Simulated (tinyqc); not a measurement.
Moment against the Stoner parameter: Stoner model of a band ferromagnet.

Density of states per atom and spin: triangular, D(e) = (4 M/W^2) (W/2 - |e|). Levels e -/+ I m/2 for up and down spin, m = n_up - n_down, n_up + n_down = nd. At zero temperature e(N) is the energy below which N states lie, and E(m) = sum over spins of integral e D de - I m^2/4.

Parameters, chosen for this exercise: W = 4.9 eV (band width, e from -W/2 to W/2); M = 5 (states per atom and spin); nd = 9.19 (electrons per atom).

Lowest state for each I.

Results:
```
I (eV)  I D(EF)  m (muB)  E - E(0) (meV)
0.73      0.600    0.000             0.0
0.98      0.805    0.000             0.0
1.10      0.904    0.000             0.0
1.22      1.002    0.105             0.0
1.34      1.101    0.615            -6.5
1.53      1.257    0.781           -31.1
2.20      1.807    0.810          -140.3
```

Give the missing row, I (eV) = 1.83.

Computed row:
```
I (eV)  I D(EF)  m (muB)  E - E(0) (meV)
1.83      1.503    0.810           -79.6
```

A moment first appears at I = 1.22 eV of those listed, where I D(EF) = 1.002. It is saturated at 0.810 from I = 1.83 eV on.

(tinyqc, `OMP_NUM_THREADS=1 python tinyqc.py 1650467 1650468 out.jsonl`, Intel(R) Xeon(R) Processor @ 2.30GHz, 1 thread, shared host, about 0.6 s.)
